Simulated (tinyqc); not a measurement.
Worked calculation: empirical pseudopotential in a few plane waves. One step of it, computed by the program tinyqc.

Question. Levels at G. Diagonalise the Hermitian matrix.

H(k) at G (eV), order +0+0+0, -1-1-1, -1-1+1, -1+1-1, -1+1+1, +1-1-1, +1-1+1, +1+1-1, +1+1+1, -2+0+0, +0-2+0, +0+0-2, +0+0+2, +0+2+0, +2+0+0:
```
[[0.000000, 2.058825, -2.058825, -2.058825, -2.058825, -2.058825, -2.058825, -2.058825, 2.058825, 0.000000, 0.000000, 0.000000, 0.000000, 0.000000, 0.000000],
 [2.058825, 12.492661, 0.000000, 0.000000, -0.231297, 0.000000, -0.231297, -0.231297, 0.000000, -2.058825, -2.058825, -2.058825, -0.394448, -0.394448, -0.394448],
 [-2.058825, 0.000000, 12.492661, 0.231297, 0.000000, 0.231297, 0.000000, 0.000000, -0.231297, -2.058825, -2.058825, 0.394448, 2.058825, -0.394448, -0.394448],
 [-2.058825, 0.000000, 0.231297, 12.492661, 0.000000, 0.231297, 0.000000, 0.000000, -0.231297, -2.058825, 0.394448, -2.058825, -0.394448, 2.058825, -0.394448],
 [-2.058825, -0.231297, 0.000000, 0.000000, 12.492661, 0.000000, 0.231297, 0.231297, 0.000000, 2.058825, -0.394448, -0.394448, -2.058825, -2.058825, 0.394448],
 [-2.058825, 0.000000, 0.231297, 0.231297, 0.000000, 12.492661, 0.000000, 0.000000, -0.231297, 0.394448, -2.058825, -2.058825, -0.394448, -0.394448, 2.058825],
 [-2.058825, -0.231297, 0.000000, 0.000000, 0.231297, 0.000000, 12.492661, 0.231297, 0.000000, -0.394448, 2.058825, -0.394448, -2.058825, 0.394448, -2.058825],
 [-2.058825, -0.231297, 0.000000, 0.000000, 0.231297, 0.000000, 0.231297, 12.492661, 0.000000, -0.394448, -0.394448, 2.058825, 0.394448, -2.058825, -2.058825],
 [2.058825, 0.000000, -0.231297, -0.231297, 0.000000, -0.231297, 0.000000, 0.000000, 12.492661, -0.394448, -0.394448, -0.394448, -2.058825, -2.058825, -2.058825],
 [0.000000, -2.058825, -2.058825, -2.058825, 2.058825, 0.394448, -0.394448, -0.394448, -0.394448, 16.656882, 0.231297, 0.231297, -0.231297, -0.231297, 0.000000],
 [0.000000, -2.058825, -2.058825, 0.394448, -0.394448, -2.058825, 2.058825, -0.394448, -0.394448, 0.231297, 16.656882, 0.231297, -0.231297, 0.000000, -0.231297],
 [0.000000, -2.058825, 0.394448, -2.058825, -0.394448, -2.058825, -0.394448, 2.058825, -0.394448, 0.231297, 0.231297, 16.656882, 0.000000, -0.231297, -0.231297],
 [0.000000, -0.394448, 2.058825, -0.394448, -2.058825, -0.394448, -2.058825, 0.394448, -2.058825, -0.231297, -0.231297, 0.000000, 16.656882, 0.231297, 0.231297],
 [0.000000, -0.394448, -0.394448, 2.058825, -2.058825, -0.394448, 0.394448, -2.058825, -2.058825, -0.231297, 0.000000, -0.231297, 0.231297, 16.656882, 0.231297],
 [0.000000, -0.394448, -0.394448, -0.394448, 0.394448, 2.058825, -2.058825, -2.058825, -2.058825, 0.000000, -0.231297, -0.231297, 0.231297, 0.231297, 16.656882]]
```

Give: eigenvalues.

Answer.

eigenvalues (eV): [-2.2034, 9.0828, 9.0828, 9.0828, 9.2141, 12.2614, 12.2614, 12.2614, 15.3899, 16.1943, 16.1943, 19.8354, 19.8354, 19.8354, 21.5546]
